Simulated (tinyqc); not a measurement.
Thin (001) film in sp3s* tight binding with raised dangling bonds: one step. Levels of the small film. The numbers come from values chosen for the exercise (near a published set for InAs, fitted to gaps, whose masses and valley positions are rough).

s, pz, s* block (eV), lower triangle:
```
          sa1       za1      *a1       sc2       zc2      *c2       sa3       za3      *a3       sc4      zc4
sa1  -7.11313
za1  -2.50000   3.40587
*a1         0         0  7.38487
sc2  -2.78050  -2.72850        0  -2.73313
zc2   1.51250   0.91500  1.68250         0   3.69687
*c2         0  -1.96450        0         0         0  6.75687
sa3         0         0        0  -2.78050  -1.51250        0  -9.61313
za3         0         0        0   2.72850   0.91500  1.96450         0   0.90587
*a3         0         0        0         0  -1.68250        0         0         0  7.38487
sc4         0         0        0         0         0        0  -2.78050  -2.72850        0  -0.23313
zc4         0         0        0         0         0        0   1.51250   0.91500  1.68250   2.50000  6.19687
*c4         0         0        0         0         0        0         0  -1.96450        0         0        0

         *c4
*c4  6.75687
```

u, v block (eV), lower triangle:
```
         ua1       va1       uc2      vc2      ua3       va3      uc4      vc4
ua1  0.90587
va1        0   5.90587
uc2  3.13400         0   3.69687
vc2        0  -1.30400         0  3.69687
ua3        0         0  -1.30400        0  0.90587
va3        0         0         0  3.13400        0   0.90587
uc4        0         0         0        0  3.13400         0  3.69687
vc4        0         0         0        0        0  -1.30400        0  8.69687
```

Problem. Diagonalise both blocks.

Give: levels of the s, pz, s* block; levels of the u, v block.

Solution.

levels of the s, pz, s* block (eV): -11.855  -9.345  -4.389  -0.020  2.317  3.075  3.901  5.924  7.149  7.954  8.755  9.331

levels of the u, v block (eV): -1.797  -1.319  -0.605  4.669  5.207  6.399  6.875  8.980

No level lies between 0 and the bulk edge 0.366 eV; confinement has widened the gap at zero in-plane momentum to 2.337 eV.

Computed by tinyqc, a small Python program: `OMP_NUM_THREADS=1 python tinyqc.py 1482324 1482325 out.jsonl` (the numbers bound the seed that draws the inputs); one thread of a shared host (Intel(R) Xeon(R) Processor @ 2.30GHz), about 0.4 s for the whole set of steps.
